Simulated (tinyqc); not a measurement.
Worked calculation: UHF in the sto-6g basis, for BeH2, spin multiplicity 1. One step of it, computed by the program tinyqc.

Question. Iteration 2: DIIS coefficients. Solve [B -1; -1 0][c; lambda] = [0; -1] for the coefficients, which sum to one.

B (overlaps of the stored error matrices):
```
               1              2
1  1.4221933e-01  3.2078477e-02
2  3.2078477e-02  1.4095811e-02
```

Give: DIIS coefficients.

Answer.

DIIS coefficients: -0.1951  1.1951
